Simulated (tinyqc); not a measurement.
Thermal, flicker and telegraph noise of a field-effect transistor: one step, computed by the program tinyqc. Command: `OMP_NUM_THREADS=1 python tinyqc.py 3031244 3031245 out.jsonl noise walk`. One thread of a shared host (Intel(R) Xeon(R) Processor @ 2.30GHz), about 0.01 s of CPU time with the checks.

Strong inversion, threshold roll-off and channel-length modulation left out; noise sources are uncorrelated and are given as one-sided spectral densities.

Problem. Operating point. C_ox = 3.9 eps_0/t; V_c = 2 v_s L/mu; I = W C_ox v_s V_ov^2/(V_ov + V_c); g_m = W C_ox v_s V_ov (V_ov + 2 V_c)/(V_ov + V_c)^2; g_d0 = mu C_ox (W/L) V_ov.

Inputs (values chosen for the exercise, modelled on a silicon n-channel):
```
quantity                      value        unit
width W                         1.5  micrometre
length L                        180          nm
electrical oxide thickness t    2.2          nm
mobility mu                     280  cm^2/(V s)
saturation velocity v_s        0.95    1e7 cm/s
overdrive V_ov                 0.26           V
```

Operating region: saturation. Flicker model: Hooge.

Constants: eps_0 = 8.8541878128e-12 F/m.

Give: C_ox; drain current I; g_m; g_d0.

Solution.

C_ox = 1.5696 microfarad/cm^2

drain current I = 102.06 microampere

g_m = 716.21 microsiemens

g_d0 = 952.23 microsiemens
